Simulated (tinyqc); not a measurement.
# Resistance of a circular point contact between the ballistic and the diffusive limit: effects of single changes

Two half-spaces of a free-electron metal (one valley, spin 2) meet through a circular opening of radius a in an insulating sheet.

Parameters, values chosen for the exercise: free-electron density n = 1.5e22 cm^-3; mean free path l = 36 nm; radius of the opening a = 1.1 nm.

Constants: q = 1.602176634e-19 C, hbar = 1.054571817e-34 J s. Results are converted to the units shown.

Each table varies one quantity; the others keep the values above.

## Effect of the radius

kF = (3 pi^2 n)^(1/3), resistivity rho = hbar kF/(n q^2 l). Maxwell: RM = rho/(2 a); Sharvin: RS = 4 rho l/(3 pi a^2); interpolation R = RS + gamma RM, gamma = (1 + 0.83 K)/(1 + 1.33 K), K = l/a.

Effect of the radius:

| a (nm) | K = l/a | RM (ohm) | RS (ohm) | R (ohm) |
|---|---|---|---|---|
| 1.8 | 20.00 | 16.12 | 273.7 | 284.0 |
| 3.5 | 10.29 | 8.292 | 72.40 | 77.78 |
| 6.9 | 5.217 | 4.206 | 18.63 | 21.45 |
| 14 | 2.571 | 2.073 | 4.525 | 5.995 |
| 27 | 1.333 | 1.075 | 1.217 | 2.033 |
| 52 | 0.6923 | 0.5581 | 0.3280 | 0.7855 |
| 100 | 0.3600 | 0.2902 | 0.08869 | 0.3436 |
| 200 | 0.1800 | 0.1451 | 0.02217 | 0.1567 |
| 390 | 0.09231 | 0.07442 | 0.005831 | 0.07719 |
| 760 | 0.04737 | 0.03819 | 0.001535 | 0.03887 |

R falls from 284 to 0.0389 ohm, as a^(-1.95) between the first two rows and a^(-1.03) between the last two (Sharvin -2, Maxwell -1). RM equals RS at a = 8 l/(3 pi) = 30.6 nm.

## Effect of the mean free path

Same model as above.

The same in every row: RS (ohm) = 732.9.

Effect of the mean free path:

| l (nm) | K = l/a | RM (ohm) | R (ohm) |
|---|---|---|---|
| 0.061 | 0.05545 | 1.557e4 | 1.590e4 |
| 0.17 | 0.1545 | 5587 | 5962 |
| 0.45 | 0.4091 | 2111 | 2564 |
| 1.2 | 1.091 | 791.5 | 1348 |
| 3.3 | 3.000 | 287.8 | 934.3 |
| 9 | 8.182 | 105.5 | 802.1 |
| 24 | 21.82 | 39.58 | 758.1 |

Read the table: what changes, and by how much?

R falls from 15900 to 758 ohm. RS stays at 733 ohm, since rho l depends on n alone, and R is 3.4 % above it in the last row: a cleaner metal cannot lower R below the Sharvin value. In every row kF a is below 10, where the smooth Sharvin count is off by about 2/(kF a), a fifth or more.

Program tinyqc, `OMP_NUM_THREADS=1 python tinyqc.py 2760152 2760153 out.jsonl`; Intel Xeon 2.30GHz, shared host, one thread, about 0.01 s.
